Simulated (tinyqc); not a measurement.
Worked calculation (part 2 of 2): CCSD on RHF in the sto-3g basis, frozen core, for BeH2, spin multiplicity 1. Computed by tinyqc, a small Python program that keeps every step (integrals from PySCF). Command: `OMP_NUM_THREADS=1 python tinyqc.py 21790 21791 out.jsonl` (the two numbers bound the seeds that draw the settings). One thread of a shared host (Intel(R) Xeon(R) Processor @ 2.60GHz), about 0.3 s of CPU time with the checks.

Geometry (angstrom):

| atom | x | y | z |
|---|---|---|---|
| Be | 0.000000 | 0.000000 | 0.000000 |
| H | 0.000000 | 1.638000 | 0.082000 |
| H | 0.000000 | -1.638000 | 0.082000 |

## CCSD: convergence

E_corr = 1/4 sum <ij||ab> t_ij^ab + 1/2 sum <ij||ab> t_i^a t_j^b; stop when the norm of the change is below 1e-8.

Course of the amplitude iterations:

| update | correlation energy (hartree) | norm of the change |
|---|---|---|
| 0 | -0.03249729 | - |
| 1 | -0.04449068 | 1.10e-01 |
| 2 | -0.04915881 | 4.62e-02 |
| 3 | -0.05102643 | 2.04e-02 |
| 4 | -0.05179718 | 9.56e-03 |
| 5 | -0.05212462 | 4.87e-03 |
| 6 | -0.05226841 | 2.69e-03 |
| 7 | -0.05233405 | 1.58e-03 |
| 8 | -0.05236539 | 9.63e-04 |
| 9 | -0.05238110 | 5.99e-04 |
| 10 | -0.05238937 | 3.76e-04 |
| 11 | -0.05239392 | 2.38e-04 |
| 12 | -0.05239654 | 1.50e-04 |
| 13 | -0.05239808 | 9.54e-05 |
| ... | ... | ... |
| 21 | -0.05240048 | 2.53e-06 |
| 22 | -0.05240050 | 1.61e-06 |
| 23 | -0.05240051 | 1.02e-06 |
| 24 | -0.05240052 | 6.49e-07 |
| 25 | -0.05240053 | 4.13e-07 |
| 26 | -0.05240053 | 2.62e-07 |
| 27 | -0.05240053 | 1.67e-07 |
| 28 | -0.05240053 | 1.06e-07 |
| 29 | -0.05240054 | 6.74e-08 |
| 30 | -0.05240054 | 4.28e-08 |
| 31 | -0.05240054 | 2.72e-08 |
| 32 | -0.05240054 | 1.73e-08 |
| 33 | -0.05240054 | 1.10e-08 |
| 34 | -0.05240054 | 6.99e-09 |

Converged amplitudes (spin orbitals 1a, 1b, ...; amplitudes related by a flip of all spins are not repeated):

| from | to | t |
|---|---|---|
| 3a 3b | 6a 6b | -0.118666 |
| 2a 2b | 6a 6b | -0.083843 |
| 2a 3b | 6a 7b | -0.076428 |
| 2a 3b | 6b 7a | 0.064405 |
| 3a 3b | 7a 7b | -0.063431 |
| 2a 2b | 4a 4b | -0.055078 |
| 2a 2b | 5a 5b | -0.054290 |
| 2a 2b | 7a 7b | -0.044705 |
| 3a 3b | 4a 6b | 0.018244 |
| 2a | 6a | 0.013842 |
| 2a 3b | 4a 7b | 0.012092 |
| 2a 3a | 6a 7a | -0.012024 |
| 2a 3b | 4b 7a | -0.009651 |
| 2a | 4a | -0.005466 |
| 2a 2b | 4a 6b | 0.005101 |
| 3a | 7a | -0.003973 |
| 3a 3b | 5a 5b | 0.003846 |
| 2a 3a | 4a 7a | 0.002441 |
| 3a 3b | 4a 4b | 0.001087 |

CCSD total energy = -15.54332198 hartree

T1 diagnostic, norm of the one-spin t1 over sqrt(correlated electrons) = 0.007702

Converged in 34 updates.
